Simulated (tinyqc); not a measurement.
# Small-signal admittance of a forward-biased p+-n diode: effects of single changes

Holes injected into a neutral base of width wb with an ohmic contact at its end; low injection, p0 far above the equilibrium density. A small voltage v exp(i w t), w = 2 pi f, modulates the edge density by p0 v/Vt, and the small-signal density obeys Dp d2p/dx2 = (1/tau + i w) p.

Values chosen for this exercise; permittivity close to that of silicon:
```
symbol,value,unit,meaning
T,350,K,temperature
eps_r,11.7,,relative permittivity
Nd,1.1e16,cm^-3,donor density of the base
Dp,8.2,cm^2/s,hole diffusion coefficient
tau,4e-6,s,hole lifetime
wb,18,um,width of the neutral base
p0,1.1e14,cm^-3,excess hole density at the junction edge
Na,3e19,cm^-3,acceptor density of the p+ side
Rs,0.011,ohm cm^2,series resistance
f,1.5e6,Hz,signal frequency
```

Constants: q = 1.602176634e-19 C, kB = 1.380649e-23 J/K, Vt = kB T/q, eps0 = 8.8541878128e-14 F/cm where lengths are in cm. Results are converted to the units shown.

Each table varies one quantity; the others keep the values above.

## Admittance against frequency

L = sqrt(Dp tau); direct current J = (q Dp p0/L) coth(wb/L); k = sqrt(1 + i w tau)/L; diffusion admittance Y = (q Dp p0/Vt) k coth(k wb) = G + i w C_diff; junction capacitance C_j = sqrt(q eps0 eps_r Nd/(2 Vr)) in the depletion approximation, with the remaining barrier Vr = Vt ln(Na/p0), a rough value under forward bias; base-width modulation is left out. Measured admittance 1/[Rs + 1/(Y + i w C_j)].

The same in every row: C_j (uF/cm^2) = 0.049175.

Result of one run:
```
f (Hz),w tau,G (S/cm^2),C_diff (uF/cm^2),measured G (S/cm^2),measured C (uF/cm^2),phase of the measured Y (degrees)
1e7,251.33,9.4202,0.14898,9.7850,0.16023,45.815
```

What becomes of these results when the signal frequency f is changed from 1e7 to 2e8 Hz, all else the same?

Result of the changed run:
```
f (Hz),w tau,G (S/cm^2),C_diff (uF/cm^2),measured G (S/cm^2),measured C (uF/cm^2),phase of the measured Y (degrees)
2e8,5026.5,41.947,0.033374,52.263,0.024012,30.000
```

The whole series:
```
f (Hz),w tau,G (S/cm^2),C_diff (uF/cm^2),measured G (S/cm^2),measured C (uF/cm^2),phase of the measured Y (degrees)
3000,0.075398,2.7491,0.34605,2.6684,0.37236,0.15071
10000,0.25133,2.7491,0.34605,2.6684,0.37236,0.50235
50000,1.2566,2.7499,0.34601,2.6694,0.37232,2.5091
2e5,5.0265,2.7632,0.34552,2.6842,0.37174,9.8728
8e5,20.106,2.9679,0.33792,2.9119,0.36285,32.062
3e6,75.398,4.8787,0.26918,4.9675,0.28563,47.304
1e7,251.33,9.4202,0.14898,9.7850,0.16023,45.815
6e7,1508.0,22.981,0.060918,26.851,0.061923,41.004
2e8,5026.5,41.947,0.033374,52.263,0.024012,30.000
```

G starts at J/Vt = 2.75 S/cm^2 and C_diff at (J tau/(2 Vt))(1 - 2 x/sinh 2x) = 0.346 uF/cm^2, x = wb/L = 0.314. Between the last two rows G goes as f^(0.50) and C_diff as f^(-0.50); the limits are 1/2 and -1/2, reached when the signal penetrates only sqrt(Dp/w). The measured C is 5.8 % below C_diff + C_j in the first row and 71 % below it in the last, the difference being due to Rs.

## Effect of the excess hole density at the junction edge

Same model as above.

The same in every row: w tau = 37.699.

Effect of the excess hole density at the junction edge:
```
p0 (cm^-3),G (S/cm^2),C_diff (uF/cm^2),C_j (uF/cm^2),measured G (S/cm^2),measured C (uF/cm^2),phase of the measured Y (degrees)
1e9,3.1420e-5,2.9086e-6,0.035420,0.0012575,0.035423,89.784
1e10,3.1420e-4,2.9086e-5,0.037242,0.0016715,0.037271,89.727
1e11,0.0031420,2.9086e-4,0.039378,0.0046792,0.039665,89.283
1e12,0.031420,0.0029086,0.041928,0.033371,0.044805,85.482
1e13,0.31420,0.029086,0.045049,0.31843,0.073621,65.348
1e14,3.1420,0.29086,0.048989,3.1388,0.31715,43.600
1e15,31.420,2.9086,0.054185,26.696,1.5552,28.770
```

As p0 goes from 1e9 to 1e15, G rises from 3.14e-5 to 31.4 S/cm^2, C_diff rises from 2.91e-6 to 2.91 uF/cm^2 and the measured C rises from 0.0354 to 1.56 uF/cm^2. C_diff exceeds C_j for p0 = 1e14, 1e15.

Computed by the program tinyqc: `OMP_NUM_THREADS=1 python tinyqc.py 2890219 2890220 out.jsonl`, one thread of a shared Intel Xeon 2.30GHz, about 0.01 s for the whole run.
